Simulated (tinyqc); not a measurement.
Which input was changed? Model: kinetic Monte Carlo and master equation for a particle on a ring of sites with traps and bias. Computed by tinyqc, a small Python program. Command: `OMP_NUM_THREADS=1 python tinyqc.py 3017734 3017735 out.jsonl kmc which`. One thread of a shared host (Intel(R) Xeon(R) Processor @ 2.30GHz), about 0.05 s of CPU time with the checks.

8 sites on a ring, numbered 1 to 8. The saddle between i and i+1 lies at E0 + s b_i and site i at s eps_i; a force F tilts the landscape, with the saddle half-way.

Inputs (values chosen for the exercise, for a model defect):
```
quantity                         value         unit
reference barrier E0              0.54           eV
scale factor s of the disorder       1            -
attempt frequency nu                 9          THz
temperature T                      550            K
site spacing a                     3.2     angstrom
force F along the ring          0.0016  eV/angstrom
```

Disorder: site traps.

site energies eps_i (eV): -0.075  0  -0.1  -0.045  -0.12  -0.11  0  -0.13

saddle shifts b_i between sites i and i+1 (eV): 0  0  0  0  0  0  0  0

Constants: k_B = 8.617333262e-05 eV/K.

Method:
- Rates: k(i to i+1) = nu exp(-(E0 + s b_i - s eps_i - F a/2)/(k_B T)), k(i to i-1) = nu exp(-(E0 + s b_(i-1) - s eps_i + F a/2)/(k_B T)).
- Share right = k right/(k right + k left); mean stay = 1/(k right + k left).
- Master equation dP/dt = W P, W_(i+1,i) = k right, W_(i-1,i) = k left, columns summing to zero. The steady state is its null vector; drift v = a sum P_i (k right - k left). D = a^2 lambda''(0)/2, where lambda(q) is the leading eigenvalue of W with right hops weighted by exp(q) and left hops by exp(-q).
- The slowest relaxation rate is minus the real part of the next eigenvalue of W. 1 angstrom = 1e-8 cm.

Task: One of these inputs alone was changed, within the range given: reference barrier E0 (0.27 to 1.08); attempt frequency nu (4.5 to 18); temperature T (275 to 1100); force F along the ring (0.0008 to 0.0032). Which one, and to what value?

Results:
```
run     diffusivity D (cm^2/s)  drift velocity v (cm/s)  slowest relaxation rate (1/s)
before            1.490368e-08               0.05011317                        6664077
after             4.202422e-09               0.01413051                        1879083
```

Result:

Each candidate set to reproduce diffusivity D, and what it then gives:
```
candidate                               range searched  value needed  drift velocity v (cm/s)  slowest relaxation rate (1/s)
reference barrier E0 (eV)                 0.27 to 1.08        0.6000                 0.014131                     1.8791e+06
attempt frequency nu (THz)                   4.5 to 18  out of reach                        -                              -
temperature T (K)                          275 to 1100         503.3                 0.015423                     1.8456e+06
force F along the ring (eV/angstrom)  0.0008 to 0.0032  out of reach                        -                              -
```

Only reference barrier E0 fits every result: it went from 0.54 to 0.600 eV. The next best candidate, temperature T, misses one result by 9.1 %.
